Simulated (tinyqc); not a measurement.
Worked calculation: inverse iteration on a symmetric matrix. Computed by tinyqc, a small Python program that keeps every step. Settings: method = inverse, shift = 1.47. Command: `OMP_NUM_THREADS=1 python tinyqc.py 29001 29002 out.jsonl` (the two numbers bound the seeds that draw the settings). One thread of a shared host (Intel(R) Xeon(R) Processor @ 2.60GHz), about 0.01 s of CPU time with the checks.

## Step 1

A, lower triangle:
```
        1       2       3
1  0.4150
2  0.2800  3.5260
3  0.0990  0.0060  4.7160
```

vector v at the start: 0.5774  0.5774  0.5774

shift = 1.4700

solve (A - shift) w = v; v' = w/|w| with its largest component positive (the first on a tie); lambda = v'^T A v'.

vector after step 1: 0.7478  -0.5791  -0.3246

Rayleigh quotient after step 1 = 1.6233

## Step 2

As before.

vector after step 2: 0.9694  0.2255  0.0971

Rayleigh quotient after step 2 = 0.7551

## Step 3

As before.

vector after step 3: 0.9649  -0.2552  -0.0628

Rayleigh quotient after step 3 = 0.4848

## Course of the iteration

Stop when the residual |A v - lambda v| is below 1e-9.

Steps:
```
step    lambda  residual
1     1.623340  1.70e+00
2     0.755052  1.05e+00
3     0.484841  5.54e-01
4     0.413348  2.85e-01
5     0.394592  1.47e-01
6     0.389608  7.62e-02
7     0.388271  3.95e-02
8     0.387911  2.05e-02
9     0.387814  1.07e-02
10    0.387787  5.55e-03
11    0.387780  2.89e-03
12    0.387778  1.50e-03
13    0.387778  7.81e-04
14    0.387778  4.06e-04
15    0.387778  2.11e-04
16    0.387778  1.10e-04
17    0.387778  5.72e-05
18    0.387778  2.97e-05
19    0.387778  1.55e-05
20    0.387778  8.04e-06
21    0.387778  4.18e-06
22    0.387778  2.18e-06
23    0.387778  1.13e-06
24    0.387778  5.88e-07
25    0.387778  3.06e-07
26    0.387778  1.59e-07
27    0.387778  8.28e-08
28    0.387778  4.30e-08
29    0.387778  2.24e-08
30    0.387778  1.16e-08
```

all eigenvalues, for comparison: 0.3878  3.5508  4.7184

Not converged in 30 steps: the residual falls only by the ratio of the two smallest distances of eigenvalues from the shift, 0.52 a step.
